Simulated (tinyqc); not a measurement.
# Frequency dispersion of an accumulation capacitance by border traps, distributed model, step by step

Numbers from tinyqc (`OMP_NUM_THREADS=1 python tinyqc.py 2202033 2202034 out.jsonl`; about 0.7 s on one thread of a shared Intel Xeon 2.30GHz). Printed values are rounded.

Traps spread evenly through the insulator exchange electrons with the semiconductor by tunnelling, with tau(x) = t0 exp(2 ka x) at depth x from the interface. The admittance per area Y seen at depth x obeys dY/dx = -Y^2/(i w eps0 eox) + q Nb ln(1 + i w tau)/tau, with Y(0) = i w Cs and w = 2 pi f; the gate sees Y(tox) = G + i w C. Working variable y = Y/(i w), in uF/cm^2. Cox = eps0 eox/tox.

Inputs (values chosen for the exercise); permittivity close to that of aluminium oxide:
```
symbol,value,unit,meaning
eox,8.62,,relative permittivity of the insulator
tox,11,nm,insulator thickness
Cs,1.2,uF/cm^2,semiconductor capacitance in accumulation
Nb,2.5e19,cm^-3 eV^-1,density of border traps
ka,5.7,1/nm,decay constant of the wave function in the insulator
t0,5e-11,s,time constant of a trap at the interface
f,1000,Hz,frequency
xe,1.8,nm,depth down to which the steps are taken
```

Constants: q = 1.602176634e-19 C, eps0 = 8.8541878128e-14 F/cm where lengths are in cm. Results are converted to the units shown.

## Scales and lumped estimate

Cox; trap-free value 1/(1/Cox + 1/Cs); response depth d = ln(1/(w t0))/(2 ka), where w tau = 1; lumped estimate: all traps within d act as C_bt = q Nb d placed at d/2, so C = 1/{1/[1/(1/Cs + d/(2 eps0 eox)) + C_bt] + (tox - d/2)/(eps0 eox)}.

Cox = 0.693846 uF/cm^2
trap-free C = 0.439643 uF/cm^2
d = 1.31345 nm
C_bt = 0.526096 uF/cm^2
lumped C = 0.506366 uF/cm^2

The traps within reach amount to 0.438 Cs and lie in the first 11.9 % of the insulator.

## Midpoint steps through the active depth

In terms of y: dy/dx = -y^2/(eps0 eox) + s(x), s = q Nb ln(1 + z)/z, z = i w tau. 10 midpoint steps of h = xe/10: y_half = y + (h/2) y'(x, y), y(new) = y + h y'(x + h/2, y_half).

```
point  x (nm)    s (uF/(cm^2 nm))       y (uF/cm^2)
0           0  0.400544+0.000000i  1.20000+0.00000i
1        0.18  0.400544+0.000000i  1.23705+0.00000i
2        0.36  0.400544-0.000004i  1.27200+0.00000i
3        0.54  0.400544-0.000030i  1.30491+0.00000i
4        0.72  0.400544-0.000231i  1.33586-0.00002i
5         0.9  0.400533-0.001797i  1.36492-0.00013i
6        1.08  0.399895-0.013956i  1.39216-0.00101i
7        1.26  0.366873-0.095395i  1.41679-0.00776i
8        1.44  0.126713-0.139117i  1.41579-0.03506i
9        1.62  0.018733-0.042502i  1.37845-0.04708i
10        1.8  0.002448-0.008666i  1.33626-0.04747i
```

## Capacitance and conductance at the gate

y at xe = 1.33626-0.04747i uF/cm^2

Beyond xe the traps are ignored, so 1/y(tox) = 1/y(xe) + (tox - xe)/(eps0 eox); C = Re y, G/w = -Im y, loss tangent G/(w C).

y at the gate = 0.511986-0.006961i uF/cm^2
C = 0.511986 uF/cm^2
G/w = 0.00696100 uF/cm^2
loss tangent = 0.0135961

A fine integration over the whole insulator gives C = 0.51215 and G/w = 0.007009 uF/cm^2; the coarse G/w is 0.68 % below that. The fine C is 16 % above the trap-free value, and the lumped estimate is 1.1 % below the fine result.
